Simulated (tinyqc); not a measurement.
Q-state Potts model on a small periodic square lattice: enumeration, Metropolis, heat-bath and Wolff steps: one step, computed by the program tinyqc.

E = -J x (number of nearest-neighbour bonds with equal states); n x n sites with periodic edges have 2 n^2 bonds. Order parameter m = (q f - 1)/(q - 1), f being the largest share of one state. Sites are numbered row by row from 0. Here q = 3 and n = 3.

Problem. Eight single-site steps. Site = floor(r1 n^2). State c is drawn with probability exp(K k_c)/sum exp(K k), k_c the number of neighbours in state c: the first c whose cumulative probability reaches r2; r3 is not used.

Inputs (values chosen for the exercise, for a model of domains or grain orientations): temperature T = 805 K.

Update: heat bath.

start states:
```
,1,2,3
1,1,2,2
2,0,1,2
3,0,2,2
```

random numbers, one row a step:
```
,1,2,3
1,0.1281,0.8063,0.4170
2,0.7503,0.5230,0.9124
3,0.1622,0.5865,0.4042
4,0.0412,0.5765,0.1863
5,0.1166,0.0422,0.0300
6,0.9065,0.4374,0.3025
7,0.1001,0.7030,0.6601
8,0.8289,0.3489,0.3238
```

K = 0.7063620

Give: the table «Steps» with the columns old, neighbours in each state, P(old), P(new), new; states afterwards.

Solution.

Steps:
```
site,old,neighbours in each state,P(old),P(new),new
1,2,0 2 2,0.4457,0.4457,2
6,0,1 1 2,0.2483,0.5033,2
1,2,0 2 2,0.4457,0.4457,2
0,1,1 0 3,0.0881,0.7333,2
1,2,0 1 3,0.7333,0.0881,0
8,2,0 0 4,0.8940,0.8940,2
0,2,2 0 2,0.4457,0.4457,2
7,2,1 1 2,0.5033,0.2483,1
```

states afterwards:
```
,1,2,3
1,2,0,2
2,0,1,2
3,2,1,2
```
